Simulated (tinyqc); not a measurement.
Grain-boundary trapping model (Seto) of a polycrystalline semiconductor film: one step, computed by the program tinyqc.

Grains of equal size L are joined by thin boundaries with one trap level. Trapped carriers deplete a width W on each side and raise a barrier, crossed by thermionic emission. Dopants are fully ionised, statistics are non-degenerate and mu_g does not depend on T.

Question. Activation energy. N_c(T) = N_c (T/300 K)^(3/2). Filled traps Q = Q_t/(1 + (1/2) exp((E_t* - E_F)/k_B T)), where E_t* = e V_B - E_t and E_F are counted from the band edge at the grain centre. Partial depletion: Q = 2 N W, V_B = e N W^2/(2 eps eps_0), E_F = k_B T ln(N/N_c); solve for W. If that W would exceed L/2 the grain is fully depleted: W = L/2, Q = N L, and E_F follows from the trap equation. Centre density n_0 = N_c exp(E_F/k_B T). Boundary: sigma_b = L e^2 n_0 exp(-e V_B/k_B T)/sqrt(2 pi m k_B T); drift through the grain, depleted parts included: rho_g = [(1 - 2W/L) + (2W/L) int_0^1 exp(y^2 s^2) ds]/(e n_0 mu_g); rho = 1/sigma_b + rho_g. Mean carrier density n_av = n_0 [(1 - 2W/L) + (2W/L) (sqrt(pi)/2) erf(y)/y], y = sqrt(e V_B/k_B T); effective mobility 1/(e n_av rho). E_a = d ln(rho)/d(1/k_B T) from T - 5 K and T + 5 K; temperature coefficient d ln(rho)/dT.

Inputs (values chosen for the exercise, modelled on polycrystalline silicon):
```
quantity                                     value        unit
permittivity eps                              11.7           -
effective mass m                              0.43         m_0
effective density of states at 300 K, N_c  2.1e+19      1/cm^3
grain size L                                   270          nm
trap density Q_t                           9.9e+11      1/cm^2
trap level E_t below the band edge            0.31          eV
doping N                                   5.1e+15      1/cm^3
mobility inside the grains mu_g                120  cm^2/(V s)
temperature T                                  300           K
```

Grain interior: resistance included.

Constants: k_B = 8.617333262e-05 eV/K; e = 1.602176634e-19 C; eps_0 = 8.8541878128e-12 F/m; m_0 = 9.1093837015e-31 kg; k_B = 1.380649e-23 J/K.

Give: activation energy E_a; temperature coefficient.

Answer.

activation energy E_a = 0.32217 eV

temperature coefficient = -4.1552 %/K
